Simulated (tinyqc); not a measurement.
What moves the distortion: Peierls distortion of a half-filled chain.

Atoms move by +/- u, so bonds change by -/+ 2u and hoppings are t +/- 2 al u. Bands E = -/+ sqrt((2 t cos x)^2 + D^2 sin^2 x) with D = 4 al u, x = k a in (0, pi/2); the gap is 2D. Energy per atom at zero temperature: E(u) = -mean_x sqrt(...) + 2 K u^2; exactly, the mean is (4t/pi) E(1 - z^2), z = D/2t, E the complete elliptic integral of the second kind with parameter m. Coupling lambda = 2 al^2/(pi t K).

Inputs chosen for the exercise:

| symbol | value | unit | meaning |
|---|---|---|---|
| t | 2.59 | eV | hopping of the even chain |
| al | 3.8 | eV/angstrom | change of hopping with bond length |
| K | 22.3 | eV/angstrom^2 | spring constant of a bond |

Exact means.

One parameter was then changed.

Results before and after:

| case | lambda | u0 (angstrom) | gap (eV) | E(u0) - E(0) (meV) |
|---|---|---|---|---|
| base | 0.1592 | 0.0219 | 0.665 | -3.37 |
| changed | 0.1755 | 0.0280 | 0.895 | -6.07 |

Which of these changes was made? (a) al = 3.99 eV/angstrom; (b) t = 2.72 eV; (c) K = 23.42 eV/angstrom^2.
Answer: (a) al = 3.99 eV/angstrom. Of the candidates, run in turn, only this one gives the changed row.

All candidates:

| case | lambda | u0 (angstrom) | gap (eV) | E(u0) - E(0) (meV) |
|---|---|---|---|---|
| base | 0.1592 | 0.0219 | 0.665 | -3.37 |
| t = 2.72 eV | 0.1516 | 0.0196 | 0.595 | -2.57 |
| al = 3.99 eV/angstrom | 0.1755 | 0.0280 | 0.895 | -6.07 |
| K = 23.42 eV/angstrom^2 | 0.1516 | 0.0186 | 0.566 | -2.45 |

Run: tinyqc, `OMP_NUM_THREADS=1 python tinyqc.py 1680910 1680911 out.jsonl`; Intel(R) Xeon(R) Processor @ 2.30GHz, one thread, shared host; about 0.08 s of CPU time with all checks.
